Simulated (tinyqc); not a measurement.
Inside a calculation. Method: plane-wave Kohn-Sham cycle with exchange-only LDA in a layered model solid. Computed by tinyqc, a small Python program that keeps every step. Settings: points = 16, plane-wave index or count = 2, electrons = 4, k points = 3, area = 37.0, mixing = 0.5, iteration cap = 59. Command: `OMP_NUM_THREADS=1 python tinyqc.py 28776 28777 out.jsonl` (the two numbers bound the seeds that draw the settings). One thread of a shared host (Intel(R) Xeon(R) Processor @ 2.60GHz), about 0.01 s of CPU time with the checks. Later iterations appear only in the table of the cycle.

## Iteration 1: potential

A solid whose potential varies along x alone (atomic units):
```
parameter,value
period a,9.400000
cross-section of the cell,37.000000
electrons per cell,4
grid points,16
"plane waves -n..n, n",2
k points,3
V1 in V1 cos(2 pi x/a),-0.360000
V2 in V2 cos(4 pi x/a),0.070000
```

density at the start, on the grid x_j = j a/N (e/bohr^3): 0.01150086  0.01150086  0.01150086  0.01150086  0.01150086  0.01150086  0.01150086  0.01150086  0.01150086  0.01150086  0.01150086  0.01150086  0.01150086  0.01150086  0.01150086  0.01150086

V_H(G) = 4 pi rho(G)/G^2 for G != 0 (uniform background); v_x = -(3 rho/pi)^(1/3); V = V_ext + V_H + v_x; Fourier components f(G_m) = (1/N) sum_j f(x_j) exp(-i G_m x_j).

Potentials on the grid (hartree):
```
x,V_ext,V_H,v_x,V
0.000000,-0.290000,0.000000,-0.222280,-0.512280
0.587500,-0.283099,0.000000,-0.222280,-0.505379
1.175000,-0.254558,0.000000,-0.222280,-0.476839
1.762500,-0.187264,0.000000,-0.222280,-0.409544
2.350000,-0.070000,0.000000,-0.222280,-0.292280
2.937500,0.088269,0.000000,-0.222280,-0.134012
3.525000,0.254558,0.000000,-0.222280,0.032278
4.112500,0.382094,0.000000,-0.222280,0.159814
4.700000,0.430000,0.000000,-0.222280,0.207720
5.287500,0.382094,0.000000,-0.222280,0.159814
5.875000,0.254558,0.000000,-0.222280,0.032278
6.462500,0.088269,0.000000,-0.222280,-0.134012
7.050000,-0.070000,0.000000,-0.222280,-0.292280
7.637500,-0.187264,0.000000,-0.222280,-0.409544
8.225000,-0.254558,0.000000,-0.222280,-0.476839
8.812500,-0.283099,0.000000,-0.222280,-0.505379
```

V(G_m), m = 0, 1, 2, ... (hartree): -0.222280  -0.180000  0.035000  0.000000  0.000000

## Iteration 1: Hamiltonian at one k

k = 0.000000 2 pi / a

H(m,m') = (k + G_m)^2/2 delta + V(G_m - G_m'), with V(-G) = V(G).

H (hartree), lower triangle:
```
,-2,-1,+0,+1,+2
-2,0.671301
-1,-0.180000,0.001115
+0,0.035000,-0.180000,-0.222280
+1,0.000000,0.035000,-0.180000,0.001115
+2,0.000000,0.000000,0.035000,-0.180000,0.671301
```

## Iteration 1: levels at that k

Diagonalise the Hermitian matrix.

eigenvalues (hartree): -0.381263  -0.077173  0.133222  0.714589  0.733177

## Iteration 1: new density

Motion across x is left out: the lowest 2 band(s) hold two electrons at each of the k points (j + 1/2)/nk - 1/2. Residual R = rho(out) - rho(in); rho(new) = rho(in) + 0.5 R. rho(out) = 2/(a A nk) sum |psi|^2 with psi = sum c exp(i G x). Harris energy E = band energy - dV sum rho (V_H/2 + v_x) + (3/4) dV sum rho v_x with rho(in), dV = a A/N, band energy = (2/nk) sum of the filled levels.

rho(out) (e/bohr^3): 0.01629961  0.01767918  0.01966408  0.01861411  0.01387034  0.00804521  0.00377131  0.00166495  0.00109584  0.00166495  0.00377131  0.00804521  0.01387034  0.01861411  0.01966408  0.01767918

density after iteration 1 (e/bohr^3): 0.01390023  0.01459002  0.01558247  0.01505748  0.01268560  0.00977304  0.00763609  0.00658290  0.00629835  0.00658290  0.00763609  0.00977304  0.01268560  0.01505748  0.01558247  0.01459002

energy per cell = -0.72402536 hartree

## Iteration 2: potential

As before.

Potentials on the grid (hartree):
```
x,V_ext,V_H,v_x,V
0.000000,-0.290000,0.120347,-0.236772,-0.406425
0.587500,-0.283099,0.114871,-0.240626,-0.408854
1.175000,-0.254558,0.095871,-0.245963,-0.404651
1.762500,-0.187264,0.059749,-0.243169,-0.370684
2.350000,-0.070000,0.008902,-0.229665,-0.290762
2.937500,0.088269,-0.046889,-0.210540,-0.169160
3.525000,0.254558,-0.095489,-0.193916,-0.034847
4.112500,0.382094,-0.127730,-0.184557,0.069808
4.700000,0.430000,-0.138914,-0.181858,0.109228
5.287500,0.382094,-0.127730,-0.184557,0.069808
5.875000,0.254558,-0.095489,-0.193916,-0.034847
6.462500,0.088269,-0.046889,-0.210540,-0.169160
7.050000,-0.070000,0.008902,-0.229665,-0.290762
7.637500,-0.187264,0.059749,-0.243169,-0.370684
8.225000,-0.254558,0.095871,-0.245963,-0.404651
8.812500,-0.283099,0.114871,-0.240626,-0.408854
```

V(G_m), m = 0, 1, 2, ... (hartree): -0.219719  -0.129833  0.035519  0.000834  0.000017

## Iteration 2: Hamiltonian at one k

k = 0.000000 2 pi / a

As before.

H (hartree), lower triangle:
```
,-2,-1,+0,+1,+2
-2,0.673862
-1,-0.129833,0.003677
+0,0.035519,-0.129833,-0.219719
+1,0.000834,0.035519,-0.129833,0.003677
+2,0.000017,0.000834,0.035519,-0.129833,0.673862
```

## Iteration 2: levels at that k

As before.

eigenvalues (hartree): -0.315153  -0.055260  0.101339  0.697263  0.707170

## Iteration 2: new density

As before.

rho(out) (e/bohr^3): 0.01457140  0.01583738  0.01794760  0.01784106  0.01447254  0.00951642  0.00527073  0.00280859  0.00205374  0.00280859  0.00527073  0.00951642  0.01447254  0.01784106  0.01794760  0.01583738

density after iteration 2 (e/bohr^3): 0.01423582  0.01521370  0.01676504  0.01644927  0.01357907  0.00964473  0.00645341  0.00469575  0.00417605  0.00469575  0.00645341  0.00964473  0.01357907  0.01644927  0.01676504  0.01521370

energy per cell = -0.61609990 hartree

## Convergence

Stop when sqrt(dV sum R^2) is below 1e-8, dV = a A/N.

Course of the cycle:
```
iteration,E (hartree),norm of the residual
1,-0.72402536,1.31e-01
2,-0.61609990,4.53e-02
3,-0.60714710,1.74e-02
4,-0.60663449,8.04e-03
5,-0.60662902,4.01e-03
6,-0.60663644,2.03e-03
7,-0.60663905,1.03e-03
8,-0.60663978,5.25e-04
9,-0.60663998,2.67e-04
10,-0.60664003,1.35e-04
11,-0.60664004,6.88e-05
...,...,...
15,-0.60664005,4.58e-06
16,-0.60664005,2.32e-06
17,-0.60664005,1.18e-06
18,-0.60664005,6.00e-07
19,-0.60664005,3.05e-07
20,-0.60664005,1.55e-07
21,-0.60664005,7.88e-08
22,-0.60664005,4.01e-08
23,-0.60664005,2.04e-08
24,-0.60664005,1.04e-08
25,-0.60664005,5.27e-09
```

Converged in 25 iterations. Before convergence this energy mixes input and output and is not variational, so it may rise towards its limit.
